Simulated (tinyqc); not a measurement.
Octagonal on-chip spiral inductor, lumped pi model: two steps of the calculation.

Outer diameter do = di + 2 n wd + 2 (n - 1) sp, mean da = (do + di)/2, fill p = (do - di)/(do + di), length l = 3.314 n da. L = 2.25 mu0 n^2 da/(1 + 3.55 p), mu0 = 4 pi 1e-7 H/m. Rs = rho l/(wd delta (1 - exp(-th/delta))), delta = sqrt(rho/(pi f mu0)). Cs = n wd^2 eps0 eo/hu across the coil. At each end Cox = l wd eps0 eo/(2 ho) leads to the substrate branch Rsi = 2 rs he/(l wd) in parallel with Csi = l wd eps0 11.7/(2 he). With one end grounded Y = 1/(Rs + i w L) + i w Cs + 1/[1/(i w Cox) + 1/(1/Rsi + i w Csi)], w = 2 pi f; Q = -Im Y/Re Y. Eddy currents in neighbouring turns and in the substrate are left out.

Values chosen for this exercise; values of the order met in silicon radio-frequency processes:
- n = 2.5 (number of turns)
- wd = 15 um (line width)
- sp = 1.5 um (space between turns)
- di = 100 um (inner diameter)
- th = 2 um (metal thickness)
- rho = 1.9 uohm cm (metal resistivity)
- ho = 6 um (oxide below the coil)
- hu = 1.1 um (oxide between coil and underpass)
- eo = 3.9 (relative permittivity of the oxide)
- rs = 10 ohm cm (substrate resistivity)
- he = 50 um (effective spreading depth in the substrate)
- f = 5.9 GHz (frequency)

Constants: eps0 = 8.8541878128e-12 F/m. Results are converted to the units shown.

Problem 1. Geometry and model elements. do, l, L, delta, Rs, Cs, Cox, Rsi and Csi as defined.

Wanted: do; l; L; delta; Rs; Cs; Cox; Rsi; Csi.

Solution 1.

do = 179.50 um
l = 1157.8 um
L = 1.2288 nH
delta = 0.90317 um
Rs = 1.8229 ohm
Cs = 17.658 fF
Cox = 49.977 fF
Rsi = 575.79 ohm
Csi = 17.992 fF

Problem 2. Admittance, quality factor and apparent inductance. Series branch 1/(Rs + i w L), substrate branch, total Y, Q = -Im Y/Re Y, apparent inductance Im(1/Y)/w, metal-only value w L/Rs, share of the loss in the substrate Re(substrate branch)/Re Y.

L = 1.2288030 nH
Rs = 1.8229048 ohm
Cs = 17.658068 fF
Cox = 49.976712 fF
Rsi = 575.79039 ohm
Csi = 17.991616 fF

Wanted: series branch; substrate branch; Y; Q; apparent inductance; w L/Rs; share of the loss in the substrate.

Solution 2.

series branch = 0.877-21.917i mS
substrate branch = 0.63655+0.92918i mS
Y = 1.514-20.334i mS
Q = 13.434
apparent inductance = 1.3193 nH
w L/Rs = 24.989
share of the loss in the substrate = 42.054 %

Q is 53.8 % of the metal-only value.

Computed by the program tinyqc: `OMP_NUM_THREADS=1 python tinyqc.py 2302116 2302117 out.jsonl`, one thread of a shared Intel Xeon 2.30GHz, about 0.01 s for the whole run.
